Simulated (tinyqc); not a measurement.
Thermal stress, cracking, delamination and buckling of a thin film; Griffith cracks and misfitting inclusions: one step, computed by the program tinyqc. Command: `OMP_NUM_THREADS=1 python tinyqc.py 3031589 3031590 out.jsonl filmcrack walk`. One thread of a shared host (Intel(R) Xeon(R) Processor @ 2.30GHz), about 0.01 s of CPU time with the checks.

Isotropic linear elasticity; the substrate is much thicker than the film; stress is positive in tension.

Problem. Channel cracks and edge delamination. Channel crack through the film: G = pi g G0, critical thickness where G = Gamma_f. Steady delamination from an edge: G = G0, critical thickness where G = Gamma_i.

Inputs (values chosen for the exercise, for a model film):
```
quantity                     value        unit
deposition temperature T_d    1150           K
final temperature T            300           K
film thickness h              0.42  micrometre
film toughness Gamma_f        4.88       J/m^2
interface toughness Gamma_i    1.7       J/m^2
```

factor g = 2.086752

G0 = 0.7235916 J/m^2

Give: driving force for channelling; critical thickness for channelling; critical thickness for delamination.

Solution.

driving force for channelling = 4.7437 J/m^2

critical thickness for channelling = 0.43207 micrometre

critical thickness for delamination = 0.98674 micrometre

As the film thickens, channel cracking comes first. At h the film is safe against both.
